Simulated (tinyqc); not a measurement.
Worked calculation: MP2 on RHF in the sto-3g basis, for H3+, spin multiplicity 1. One step of it, computed by the program tinyqc.

Problem. Second-order Moller-Plesset energy. E2 = sum_ijab (ia|jb) [2 (ia|jb) - (ib|ja)] / (e_i + e_j - e_a - e_b) over occupied i, j and virtual a, b; the opposite-spin part is (ia|jb)^2 / denominator, the rest is same-spin, and SCS-MP2 scales them by 6/5 and 1/3.

orbital energies (hartree): MO1 -1.102623, MO2 -0.080167, MO3 -0.079760

Two-electron integrals over orbitals (pq|rs), unique and non-zero (hartree):
```
(11|11) 0.577907    (21|11) -0.000024   (21|21) 0.144284    (22|11) 0.562681
(22|21) 0.038596    (22|22) 0.648103    (31|11) 0.000054    (31|22) -0.088841
(31|31) 0.144287    (32|11) 6.60e-09    (32|21) -0.088889   (32|22) -0.000024
(32|31) -0.038586   (32|32) 0.076780    (33|11) 0.562750    (33|21) -0.038607
(33|22) 0.494647    (33|31) 0.088867    (33|32) 0.000024    (33|33) 0.648131
```

Hartree-Fock energy = -1.24346544 hartree

Give: Terms; Pair energies; MP2 correlation energy; SCS-MP2 correlation energy; MP2 total energy.

Solution.

Terms:
```
i  j  a  b  (ia|jb)  (ib|ja)  denominator     term
1  1  2  2   0.1443   0.1443      -2.0449  -0.0102
1  1  3  3   0.1443   0.1443      -2.0457  -0.0102
```

Pair energies (hartree; pair i-j sums ij and ji):
```
pair  opposite spin  same spin
1-1         -0.0204     0.0000
```

MP2 correlation energy = -0.020357 hartree

SCS-MP2 correlation energy = -0.024428 hartree

MP2 total energy = -1.263822 hartree
